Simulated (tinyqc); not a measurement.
Read current of a NAND string, cells in series solved by shooting: one step of the calculation.

Cells in series, numbered from 0 at the source line (0 V) to the bit line, each followed by a gap resistance Rg. A cell with gate Vg, threshold VT, source Vs and drain Vd passes I = 2 nf K Vt^2 [F(Vs) - F(Vd)]/(1 + th max(Vg - VT, 0)), F(V) = ln^2(1 + exp((Vg - VT - nf V)/(2 nf Vt))). The selected cell has Vg = Vr, the others Vg = Vp.

Problem. Node voltages for a trial current. For a trial current I start at 0 V and, cell by cell (the selected one is cell 2), solve for the drain: sqrt(F(Vd)) = sqrt(F(Vs) - I/k), k = 2 nf K Vt^2/(1 + th max(Vg - VT, 0)), Vd = [Vg - VT - 2 nf Vt ln(exp(sqrt F) - 1)]/nf, then add I Rg.

Values chosen for this exercise; values of the order met in vertical NAND strings:
```
symbol,value,unit,meaning
T,300,K,temperature
K,7.7,uA/V^2,gain factor of a cell
nf,2.2,,slope factor
th,0.05,1/V,mobility reduction factor
Rg,1.6,kohm,resistance of the gap between cells
Vbl,0.3,V,bit-line voltage
Vp,5.8,V,pass voltage
Vr,1.74,V,read voltage on the selected word line
```

Constants: q = 1.602176634e-19 C, kB = 1.380649e-23 J/K, Vt = kB T/q. Results are converted to the units shown.

second trial current = 1 uA
thresholds from the source end, cell 0 to 3 (V): [3, -1, 0.5, -1]

Give: node voltage after each cell and gap, trial 2.

Solution.

node voltage after each cell and gap, trial 2, cell 0 to 3 (V): [0.055622, 0.083396, 0.24091, 0.27040]

Program tinyqc, `OMP_NUM_THREADS=1 python tinyqc.py 2142133 2142134 out.jsonl`; Intel Xeon 2.30GHz, shared host, one thread, about 0.3 s.
